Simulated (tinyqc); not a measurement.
Composition profile: interdiffusion in a binary couple: Darken equations, Kirkendall shift and Boltzmann-Matano analysis. Computed by tinyqc, a small Python program. Command: `OMP_NUM_THREADS=1 python tinyqc.py 3006192 3006193 out.jsonl darken walk`. One thread of a shared host (Intel(R) Xeon(R) Processor @ 2.30GHz), about 0.02 s of CPU time with the checks.

x is the mole fraction of B; the molar volume is constant, and the two halves are long enough to count as infinite.

Inputs (values chosen for the exercise, for a model alloy A-B):
```
quantity                        value   unit
tracer diffusivity D*_A(0)    5.2e-14  m^2/s
tracer diffusivity D*_B(0)    1.4e-14  m^2/s
slope k of ln D* with x           1.9      -
regular-solution parameter W  -0.0072     eV
temperature T                    1070      K
left composition x_L             0.26      -
right composition x_R            0.73      -
time t                          19000      s
```

Vacancy-wind correction: Manning, fcc.

Constants: k_B = 8.617333262e-05 eV/K.

Method:
- D*_i(x) = D*_i(0) exp(k x); thermodynamic factor Phi = 1 - 2 W x (1 - x)/(k_B T); with f0 = 0.7815, M0 = 2 f0/(1 - f0), den = M0 ((1 - x) D*_A + x D*_B): D_A = D*_A Phi [1 + 2 (1 - x)(D*_A - D*_B)/den], D_B = D*_B Phi [1 - 2 x (D*_A - D*_B)/den]; interdiffusion D~ = x D_A + (1 - x) D_B.
- With lambda = z/sqrt(t), the profile solves d/dlambda (D~ dx/dlambda) + (lambda/2) dx/dlambda = 0 with x = x_L and x_R far to the left and right; z = 0 is the original interface. It is solved as a boundary-value problem in y = lambda/sqrt(D~ at the mean composition) on -12 < y < 12 (collocation, tolerance 1e-8).
- The last column is the error-function profile for a constant D~ taken at the mean composition.

D~ at the mean composition = 9.5408e-14 m^2/s

Profile at time t:
```
y      z (um)        x  dx/dz (1/um)  x for constant D~
-3.0  -127.73  0.26111     0.0000929            0.26797
-2.0   -85.15  0.28229     0.0012502            0.29697
-1.5   -63.86  0.32214     0.0025017            0.32788
-1.0   -42.58  0.38558     0.0033235            0.37268
-0.5   -21.29  0.45778     0.0033464            0.43006
0.0      0.00  0.52481     0.0029080            0.49500
0.5     21.29  0.58074     0.0023435            0.55994
1.0     42.58  0.62480     0.0018056            0.61732
1.5     63.86  0.65817     0.0013436            0.66212
2.0     85.15  0.68261     0.0009666            0.69303
3.0    127.73  0.71166     0.0004461            0.72203
```

What follows from these numbers?

At the original interface x = 0.5248, against the mean 0.4950. D~ is 4.28 times as large at x_R as at x_L, so the profile is flatter and reaches further on the right.
